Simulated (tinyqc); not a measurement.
From results back to parameters: polytypes by hexagonality, and a cubic inclusion as a quantum well. Three cases, with inputs chosen for the exercise.

Problem. A square well of depth V with masses m_w inside and m_b outside (first and second entry of m) binds its lowest level at the given depth below the barrier: k tan(k L/2) = (m_w/m_b) q, k = sqrt(m_w E/c), q = sqrt(m_b (V - E)/c), c = hbar^2/2m0. How many double layers wide is it?

Constants: hbar^2/2m0 = 3.80998211 eV angstrom^2.

Case 1.

Values chosen (out of a larger set: of the order of those of InAs; not measured data): m = (0.028, 0.027) m0 (electron mass along c in the cubic layer and in the host); d = 3.494 angstrom (thickness of a double layer).

V = 0.09000 eV
depth V - E = 0.02556 eV

Case 2.

Values chosen (out of a larger set: of the order of those of SiC; not measured data): m = (0.331, 0.304) m0 (electron mass along c in the cubic layer and in the host); d = 2.516 angstrom (thickness of a double layer).

V = 0.62667 eV
depth V - E = 0.38215 eV

Case 3.

Values chosen (out of a larger set: of the order of those of SiC; not measured data): m = (0.309, 0.343) m0 (electron mass along c in the cubic layer and in the host); d = 2.519 angstrom (thickness of a double layer).

V = 0.73840 eV
depth V - E = 0.20098 eV

Find: k; q; L; N.

Solution. L = (2/k) arctan((m_w/m_b) q/k), and N = L/d.

Case 1.

k = 0.0218 1/angstrom
q = 0.0135 1/angstrom
L = 52.41 angstrom
N = 15.0

Case 2.

k = 0.1457 1/angstrom
q = 0.1746 1/angstrom
L = 12.58 angstrom
N = 5.0

Case 3.

k = 0.2088 1/angstrom
q = 0.1345 1/angstrom
L = 5.04 angstrom
N = 2.0

Computed by tinyqc, one run a case: `OMP_NUM_THREADS=1 python tinyqc.py N N+1 out.jsonl` with N = 1881011, 1881034, 1881088; one thread of a shared Intel(R) Xeon(R) Processor @ 2.30GHz, about 0.1 s a run at most.
